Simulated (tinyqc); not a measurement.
Band bending at a free surface with one surface level, surface photovoltage and Kelvin probe: one step of the calculation.

n-type bulk, xi = Ec - EF = Vt ln(Nc/Nd), p0 = ni^2/Nd, ni = sqrt(Nc Nv) exp(-Eg/(2 Vt)), Eg in volts. b is the upward band bending, u = b/Vt. Space charge per area, in units of q: Qc = sign(b) sqrt((2 eps0 eps_r Vt/q) [(Nd + dn)(exp(-u) - 1) + Nd u + (p0 + dn)(exp(u) - 1)]), with dn the excess density under light (flat quasi-Fermi levels; 0 in the dark). The level holds -Ns f, f = 1/(1 + exp((xi + b - Es)/Vt)). Neutrality: Qc + Qf + (charge of the states) = 0.

Task. Work function and Kelvin-probe reading. Work function chi + xi + b; contact potential difference CPD = (work function of the sample) - pt. Depth of EF below Ec at the surface: xi + b. Depletion width Qc/Nd.

Parameters, values chosen for the exercise; band and dielectric values close to those of silicon:
- T = 300 K (temperature)
- Eg = 1.13 eV (band gap)
- eps_r = 11.7 (relative permittivity)
- Nc = 2.82e19 cm^-3 (conduction-band density of states at T)
- Nv = 2.64e19 cm^-3 (valence-band density of states at T)
- chi = 3.97 eV (electron affinity)
- Nd = 2.8e15 cm^-3 (donor density)
- Qf = 2.6e11 cm^-2 (fixed positive charge at the surface)
- pt = 4.86 eV (work function of the probe tip)
- Ns = 3.8e12 cm^-2 (density of an acceptor-like surface level)
- Es = 0.62 eV (its depth below the conduction edge)

Constants: q = 1.602176634e-19 C, kB = 1.380649e-23 J/K, Vt = kB T/q, eps0 = 8.8541878128e-14 F/cm where lengths are in cm. Results are converted to the units shown.

converged b = 0.43834607 V

Wanted: xi + b; Qc; Qc/Nd; work function; CPD.

Result.

xi + b = 0.6766 eV
Qc = 1.222e11 cm^-2
Qc/Nd = 436.5 nm
work function = 4.647 eV
CPD = -213.4 mV

The level is 10.1 % filled: the Fermi level is pinned at it.

Computed by the program tinyqc: `OMP_NUM_THREADS=1 python tinyqc.py 2430134 2430135 out.jsonl`, one thread of a shared Intel Xeon 2.30GHz, about 0.02 s for the whole run.
